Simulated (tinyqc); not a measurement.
Grain growth, pinning, strength and diffusional creep of a polycrystal or thin film: one step, computed by the program tinyqc. Command: `OMP_NUM_THREADS=1 python tinyqc.py 3016805 3016806 out.jsonl grain walk`. One thread of a shared host (Intel(R) Xeon(R) Processor @ 2.30GHz), about 0.01 s of CPU time with the checks.

One mean grain size d describes the structure.

Problem. Diffusional creep at T_c. Nabarro-Herring rate = 14 sigma Omega D_l/(k_B T d^2), D_l = D0 exp(-Q_l/(k_B T)); Coble rate = 14 pi sigma Omega delta D_b/(k_B T d^3), delta D_b = delta D0b exp(-Q_b/(k_B T)); they are equal at d_x = pi delta D_b/D_l.

Inputs (values chosen for the exercise, modelled on copper):
```
quantity,value,unit
atomic volume Omega,11.81,angstrom^3
anneal temperature T,640,K
lattice diffusion energy Q_l,2.03,eV
boundary diffusion energy Q_b,0.921,eV
lattice prefactor D0,2e-05,m^2/s
boundary prefactor delta D0b,2.9e-14,m^3/s
applied stress sigma,280,MPa
service temperature T_c,549,K
```

grain size d = 403.5126 nm

Constants: k_B = 1.380649e-23 J/K; k_B = 8.617333262e-05 eV/K.

Give: Nabarro-Herring rate; Coble rate; crossover size d_x; time to 1 % strain.

Solution.

Nabarro-Herring rate = 1.738e-10 1/s

Coble rate = 0.02973 1/s

crossover size d_x = 6.903e+07 micrometre

time to 1 % strain = 0.3364 s

Boundary diffusion carries the creep, by a factor 1.7e8. Caution: the stress nears the yield stress, where dislocation creep takes over. Caution: sigma Omega is not small against k_B T, as the linear creep laws assume.
